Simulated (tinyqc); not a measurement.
Film and buried-oxide thickness from two coupling ratios.

Inverse problem. In a depleted film -dVT/dVb is k1 = Cs Cbox/(Cox (Cs + Cbox)) for a front channel and k2 = Cbox (Cox + Cs)/(Cox Cs) for a back channel, with Cox = eps0 eox/tox, Cs = eps0 eps_r/ts, Cbox = 3.9 eps0/tb. Find ts and tb.

Parameters, values chosen for the exercise; band and dielectric values those of a made-up semiconductor: relative permittivity eps_r = 9.69; relative permittivity of the gate insulator (close to hafnium oxide) eox = 21.4; insulator thickness tox = 2.9 nm.

coupling ratios for a front and a back channel: 0.026376238  0.46897546

Solution. With y = Cox/Cs and z = Cox/Cbox, 1/k1 = y + z and k2 = (1 + y)/z, so y = (k2/k1 - 1)/(1 + k2); the thicknesses follow from y and z.

ts = 15.00 nm
tb = 14.00 nm

Numbers from tinyqc (`OMP_NUM_THREADS=1 python tinyqc.py 2190122 2190123 out.jsonl`; about 0.5 s on one thread of a shared Intel Xeon 2.30GHz).
